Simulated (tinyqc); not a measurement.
## p-i-n power rectifier, conductivity modulation at high injection: forward voltage and stored charge against the high-level lifetime

A drift layer from x = -d to d (2 d = W) between ideal p+ and n+ emitters (no recombination in them). High injection, n = p, ambipolar diffusion with one lifetime; both mobilities scale as (T/300 K)^(-bt).

Triangular field at breakdown with Ec = Kc N^(1/8): BV = eps0 eps_r Ec^2/(2 q N), so N = (eps0 eps_r Kc^2/(2 q BV))^(4/3); W = 2 BV/Ec; mu = mud (T/300 K)^(-bt); rho = 1/(q mu N); ideal resistance rho W. Da = 2 mun mup Vt/(mun + mup), La = sqrt(Da tau), B = (mun - mup)/(mun + mup) with mun = mud (T/300 K)^(-bt), mup likewise; n(x) = (tau J/(2 q La)) [cosh(x/La)/sinh(d/La) - B sinh(x/La)/cosh(d/La)]. Ohmic drop: integral of J/(q (mun + mup) n); diffusion (Dember) drop Vt B ln(n(-d)/n(d)); both junctions together Vt ln(n(-d) n(d)/ni^2), ni = sqrt(Nc Nv) exp(-Eg/(2 Vt)), Eg in volts; V_F = the sum; stored charge q times the integral of n. Integrals on a fine grid. Peak reverse current if all stored charge left in a linear ramp without recombination (an upper bound): sqrt(2 a Q). Rows where n falls below the doping are left out.

Parameters, values chosen for the exercise; bulk values close to those of gallium nitride:
- T = 400 K (temperature)
- eps_r = 9.22 (relative permittivity)
- Kc = 25800 V/cm per (cm^-3)^(1/8) (critical-field constant)
- BV = 6600 V (rated breakdown voltage of the drift layer)
- mud = 924 cm^2/(V s) (drift mobility at 300 K)
- bt = 2.2 (temperature exponent of the drift mobility)
- mup = 25.9 cm^2/(V s) (hole mobility at 300 K)
- Eg = 3.33 eV (band gap)
- Nc = 3.54e18 cm^-3 (conduction-band density of states at T)
- Nv = 7.08e19 cm^-3 (valence-band density of states at T)
- J = 50 A/cm^2 (forward current density)
- a = 320 A/(cm^2 us) (ramp rate of the current at turn-off)

Constants: q = 1.602176634e-19 C, kB = 1.380649e-23 J/K, Vt = kB T/q, eps0 = 8.8541878128e-14 F/cm where lengths are in cm. Results are converted to the units shown.

The same in every row: J rho W (V) = 2.498.

Results:
columns A: tau (s); B: d/La; C: drift drop, ohmic and diffusion (V); D: junction drops (V); E: V_F (V); F: Q (uC/cm^2); G: sqrt(2 a Q) (A/cm^2); H: lowest n over N
```
A             B         C      D      E        F      G        H
2.6e-6    2.072    0.1633  2.996  3.159    130.0  288.4    16.48
5.4e-6    1.438   0.08621  3.051  3.137    270.0  415.7    62.31
1.1e-5    1.007   0.04919  3.103  3.152    550.0  593.3    192.1
2.3e-5   0.6966   0.02702  3.153  3.180     1150  857.9    519.9
4.9e-5   0.4772   0.01398  3.203  3.217     2450   1252     1275
0.0001   0.3341  0.007236  3.251  3.258     5000   1789     2784
0.00045  0.1575  0.001685  3.353  3.355  2.250e4   3795  1.320e4
0.00093  0.1095  8.215e-4  3.403  3.403  4.650e4   5455  2.749e4
```

Estimate the missing row, tau = 0.00021 s.

Computed row:
columns A: tau (s); B: d/La; C: drift drop, ohmic and diffusion (V); D: junction drops (V); E: V_F (V); F: Q (uC/cm^2); G: sqrt(2 a Q) (A/cm^2); H: lowest n over N
```
A             B         C      D      E        F     G     H
0.00021  0.2305  0.003554  3.301  3.304  1.050e4  2592  6054
```

With this row back in the table: V_F goes from 3.16 through a minimum of 3.14 (at tau = 5.4e-6 among the rows listed) to 3.40 V; the drift drop falls from 0.163 to 8.21e-4 V and the junction drops rise from 3.00 to 3.40 V. The minimum falls at d/La = 1.4: a short lifetime starves the middle of the layer, a long one raises the edge densities and with them the junction drops. Where n exceeds a few 1e17 cm^-3, emitter and Auger recombination, left out here, lower n and change V_F.

tinyqc, about 0.01 s, one thread, Intel Xeon 2.30GHz (shared host): `OMP_NUM_THREADS=1 python tinyqc.py 2230063 2230064 out.jsonl`
